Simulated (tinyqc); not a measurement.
Two-valley model of the transferred-electron effect: one step, computed by the program tinyqc.

Both kinds of valley share one electron temperature T_e, and each has a constant mobility.

Task: Does a domain form? Space charge grows at the rate n e |mu_d|/(eps eps_0) during the transit time L/v, with v the valley velocity; Kroemer's criterion asks n L > eps eps_0 v/(e |mu_d|). Transit frequency v/L.

Inputs (values chosen for the exercise, modelled on CdTe): lattice temperature T = 200 K; doping n = 4.4e+16 1/cm^3; device length L = 9.3 micrometre; permittivity eps = 10.2.

Solver: bisection.

valley velocity = 1.241210 1e7 cm/s

most negative differential mobility = -41.84359 cm^2/(V s)

Constants: eps_0 = 8.8541878128e-12 F/m; e = 1.602176634e-19 C.

Give: critical n L; n L of the device; transit frequency.

Result:

critical n L = 1.672e+12 1/cm^2

n L of the device = 4.092e+13 1/cm^2

transit frequency = 13.35 GHz

n L is 24.5 times the critical product: a domain can mature if the bias field lies in the region of negative slope.
